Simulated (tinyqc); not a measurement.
Worked calculation: UKS/LDA (VWN5) in the sto-6g basis, for BeH, spin multiplicity 2. One step of it, computed by the program tinyqc.

Question. Iteration 1: diagonalisation and new density. Diagonalise F' = X^T F X, C = X C', fill 3 alpha and 2 beta electrons from the bottom; D(s) = C_occ C_occ^T. Each column has its largest component positive (the first on a tie).

F(alpha) (hartree):
```
            1Be 1s     1Be 2s    1Be 2px    1Be 2py    1Be 2pz      2H 1s
1Be 1s   -3.403501  -1.005061   0.000000   0.000000   0.015394  -0.157073
1Be 2s   -1.005061  -0.357115   0.000000   0.000000  -0.008408  -0.193270
1Be 2px   0.000000   0.000000   0.107783  -0.005025   0.000000   0.000000
1Be 2py   0.000000   0.000000  -0.005025   0.096736   0.000000   0.000000
1Be 2pz   0.015394  -0.008408   0.000000   0.000000   0.047904  -0.178522
2H 1s    -0.157073  -0.193270   0.000000   0.000000  -0.178522  -0.245863
```

F(beta) (hartree):
```
            1Be 1s     1Be 2s   1Be 2px   1Be 2py    1Be 2pz      2H 1s
1Be 1s   -3.392843  -0.995744  0.000000  0.000000   0.013767  -0.156024
1Be 2s   -0.995744  -0.311910  0.000000  0.000000  -0.021297  -0.187609
1Be 2px   0.000000   0.000000  0.143591  0.009434   0.000000   0.000000
1Be 2py   0.000000   0.000000  0.009434  0.164314   0.000000   0.000000
1Be 2pz   0.013767  -0.021297  0.000000  0.000000   0.080141  -0.175464
2H 1s    -0.156024  -0.187609  0.000000  0.000000  -0.175464  -0.242931
```

X:
```
            1Be 1s     1Be 2s   1Be 2px   1Be 2py    1Be 2pz      2H 1s
1Be 1s    1.026508  -0.140217  0.000000  0.000000  -0.008817   0.021251
1Be 2s   -0.140217   1.092516  0.000000  0.000000   0.080297  -0.232918
1Be 2px   0.000000   0.000000  1.000000  0.000000   0.000000   0.000000
1Be 2py   0.000000   0.000000  0.000000  1.000000   0.000000   0.000000
1Be 2pz  -0.008817   0.080297  0.000000  0.000000   1.096306  -0.280500
2H 1s     0.021251  -0.232918  0.000000  0.000000  -0.280500   1.160729
```

Give: F' = X^T F X; orbital energies; coefficients C; F' = X^T F X; orbital energies; coefficients C; D(alpha) after iteration 1; D(beta) after iteration 1.

Answer.

F' = X^T F X (alpha) (hartree):
```
         1        2        3        4        5        6
1  -3.3101  -0.5731   0.0000   0.0000   0.0031  -0.0053
2  -0.5731  -0.1053   0.0000   0.0000   0.0671  -0.1439
3   0.0000   0.0000   0.1078  -0.0050   0.0000   0.0000
4   0.0000   0.0000  -0.0050   0.0967   0.0000   0.0000
5   0.0031   0.0671   0.0000   0.0000   0.1530  -0.1977
6  -0.0053  -0.1439   0.0000   0.0000  -0.1977  -0.1267
```

orbital energies (alpha) (hartree): MO1 -3.4098, MO2 -0.2677, MO3 -0.0183, MO4 0.0948, MO5 0.1097, MO6 0.3067

coefficients C (alpha):
```
             MO1      MO2      MO3     MO4      MO5      MO6
1Be 1s    0.9875  -0.1092  -0.2643  0.0000   0.0000  -0.1305
1Be 2s    0.0467   0.2412   0.9253  0.0000   0.0000   0.5978
1Be 2px   0.0000   0.0000   0.0000  0.3608   0.9327   0.0000
1Be 2py   0.0000   0.0000   0.0000  0.9327  -0.3608   0.0000
1Be 2pz  -0.0014   0.1681  -0.4468  0.0000   0.0000   1.0292
2H 1s    -0.0077   0.8133  -0.2431  0.0000   0.0000  -0.8718
```

F' = X^T F X (beta) (hartree):
```
         1        2       3       4        5        6
1  -3.3006  -0.5708  0.0000  0.0000   0.0031  -0.0055
2  -0.5708  -0.0588  0.0000  0.0000   0.0560  -0.1445
3   0.0000   0.0000  0.1436  0.0094   0.0000   0.0000
4   0.0000   0.0000  0.0094  0.1643   0.0000   0.0000
5   0.0031   0.0560  0.0000  0.0000   0.1879  -0.2009
6  -0.0055  -0.1445  0.0000  0.0000  -0.2009  -0.1245
```

orbital energies (beta) (hartree): MO1 -3.3985, MO2 -0.2610, MO3 0.0319, MO4 0.1399, MO5 0.1680, MO6 0.3316

coefficients C (beta):
```
             MO1      MO2      MO3      MO4     MO5      MO6
1Be 1s    0.9883  -0.0996  -0.2666   0.0000  0.0000  -0.1276
1Be 2s    0.0440   0.2076   0.9402   0.0000  0.0000   0.5873
1Be 2px   0.0000   0.0000   0.0000   0.9326  0.3609   0.0000
1Be 2py   0.0000   0.0000   0.0000  -0.3609  0.9326   0.0000
1Be 2pz  -0.0009   0.1647  -0.4271   0.0000  0.0000   1.0381
2H 1s    -0.0072   0.8323  -0.2338   0.0000  0.0000  -0.8563
```

D(alpha) after iteration 1:
```
          1Be 1s   1Be 2s  1Be 2px  1Be 2py  1Be 2pz    2H 1s
1Be 1s    1.0569  -0.2248   0.0000   0.0000   0.0984  -0.0322
1Be 2s   -0.2248   0.9166   0.0000   0.0000  -0.3729  -0.0291
1Be 2px   0.0000   0.0000   0.0000   0.0000   0.0000   0.0000
1Be 2py   0.0000   0.0000   0.0000   0.0000   0.0000   0.0000
1Be 2pz   0.0984  -0.3729   0.0000   0.0000   0.2279   0.2453
2H 1s    -0.0322  -0.0291   0.0000   0.0000   0.2453   0.7206
```

D(beta) after iteration 1:
```
          1Be 1s  1Be 2s  1Be 2px  1Be 2py  1Be 2pz    2H 1s
1Be 1s    0.9866  0.0228   0.0000   0.0000  -0.0173  -0.0900
1Be 2s    0.0228  0.0450   0.0000   0.0000   0.0341   0.1724
1Be 2px   0.0000  0.0000   0.0000   0.0000   0.0000   0.0000
1Be 2py   0.0000  0.0000   0.0000   0.0000   0.0000   0.0000
1Be 2pz  -0.0173  0.0341   0.0000   0.0000   0.0271   0.1371
2H 1s    -0.0900  0.1724   0.0000   0.0000   0.1371   0.6927
```
